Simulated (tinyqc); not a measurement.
Worked calculation: six-band hole subbands of a thin body in a field. Values are carried at full precision from step to step, so a last printed digit may differ when a step is redone from the rounded ones.

Constants: hbar^2/2m0 = 3.80998211 eV angstrom^2.

Values chosen for the exercise (near those of a p-type Si channel; shifted at random, so the results belong to these values and not to a real crystal): S = (7.68, -2.15, 12.58) 1/TPa (compliances s11, s12, s44); sx = -1.5 GPa (stress along the channel [1-10], negative in compression); b = -2.14 eV (tetragonal potential); d = -4.8 eV (trigonal potential); g1 = 4.29 (Luttinger gamma1); g2 = 0.34 (gamma2); g3 = 1.45 (gamma3); face = 110 (surface); Dso = 0.043 eV (spin-orbit splitting); t = 75 angstrom (body thickness); F = 0.2 MV/cm (field across the body); kmax = 0.08 1/angstrom (end of the path).

## Strain and its block

exx = eyy = (s11 + s12) sx/2, ezz = s12 sx, exy = -s44 sx/4 (1 GPa/TPa = 1e-3). With e0 the traceless part, B_XX = 2b e0xx - b (e0yy + e0zz) and B_XY = sqrt(3) d exy.

strain:
```
,x,y,z
x,-0.004148,0.004718,0
y,0.004718,-0.004148,0
z,0,0,0.003225
```

B (eV):
```
,X,Y,Z
X,0.01578,-0.03922,0
Y,-0.03922,0.01578,0
Z,0,0,-0.03155
```

## Confinement masses without spin-orbit coupling

C(n n^T)/c has C_XX = (g1 + 4 g2) nx^2 + (g1 - 2 g2)(ny^2 + nz^2) and C_XY = 6 g3 nx ny, n the unit normal; its eigenvalues are the inverse masses along n.

C(n n^T)/c:
```
,X,Y,Z
X,4.6300,4.3500,0
Y,4.3500,4.6300,0
Z,0,0,3.6100
```

masses (m0): 3.5714  0.2770  0.1114

The heaviest mass, 3.57, comes from a near cancellation among the gammas, so a few per cent in them move it strongly.

## The matrix for one sine at q = 0

Basis X, Y, Z times spin, hole energies counted downwards from the unstrained edge (the hydrostatic shift is left out), c = hbar^2/2m0. For a symmetric tensor T let C(T) have C_XX = L Txx + M (Tyy + Tzz), C_XY = N Txy (cyclic), L = c (g1 + 4 g2), M = c (g1 - 2 g2), N = 6 c g3. k = q + kz n, n the unit normal, q = k1 u + k2 v with u along the channel [1-10] and v = n x u. H = C(k k^T) + (Dso/3)(1 - L.sigma) - B + e F z with (L_k)_ij = -i epsilon_kij; B is the block C built from the traceless strain with 2b, -b and sqrt(3) d in place of L, M, N. Strain: exx = eyy = (s11 + s12) sx/2, ezz = s12 sx, exy = -s44 sx/4. Hard walls at z = 0 and t; basis sin(j pi z/t), j = 1 to Nz: kz^2 = (j pi/t)^2, kz = -i D with D_jl = 4 j l/(t (j^2 - l^2)), z_jj = t/2 and z_jl = -8 t j l/(pi (j^2 - l^2))^2 for j + l odd; 1 MV/cm = 0.01 eV/angstrom.

Nz = 1, in meV.

H (meV):
```
,X+,Y+,Z+,X-,Y-,Z-
X+,104.51,68.30+14.33i,0,0,0,-14.33
Y+,68.30-14.33i,104.51,0,0,0,14.33i
Z+,0,0,145.02,14.33,-14.33i,0
X-,0,0,14.33,104.51,68.30-14.33i,0
Y-,0,0,14.33i,68.30+14.33i,104.51,0
Z-,-14.33,-14.33i,0,0,0,145.02
```

## Its levels

Diagonalise; the levels come in pairs. Give each pair and its weights on X, Y, Z, summed over spin and averaged over the pair.

levels (meV): 33.24  139.47  181.33

weights:
```
,pair 1,pair 2,pair 3
X,0.493,0.090,0.417
Y,0.493,0.090,0.417
Z,0.013,0.820,0.166
```

## More sines

The four lowest pairs at q = 0.

Hole energies (meV):
```
Nz,pair 1,pair 2,pair 3,pair 4
1,33.24,139.47,181.33,-
2,9.47,63.83,131.40,176.25
4,-2.75,30.63,62.42,96.80
8,-4.34,24.18,47.65,68.54
16,-4.35,24.14,47.56,68.28
```

One sine is 37.59 meV off in the top subband, since the field mixes the sines. The second pair lies 28.5 meV deeper.

## Dispersion of the top subband

Nz = 14; the two lowest levels (spin-split where the field breaks inversion), in meV from their value at q = 0.

Energies (meV):
```
|q| (1/angstrom),u a,u b,v a,v b
0.020,12.94,13.78,5.45,5.53
0.040,52.09,54.24,21.86,22.05
0.060,114.45,120.14,49.21,49.55
0.080,164.02,167.44,87.44,88.01
```

From the mean of each pair in the first row, c q^2/E gives 0.11 m0 along u and 0.28 m0 along v. The largest distance between a and b in the table is 5.68 meV.

## Checks

- Top level at q = 0 on (001) without field and stress against c (g1 - 2 g2)(pi/t)^2, eV: both 0.02413.
- Hermiticity, and E(q) against E(-q): they agree to 1e-10 or better.

tinyqc: `OMP_NUM_THREADS=1 python tinyqc.py 1282077 1282078 out.jsonl`; about 0.5 s, one thread, shared Intel(R) Xeon(R) Processor @ 2.30GHz.
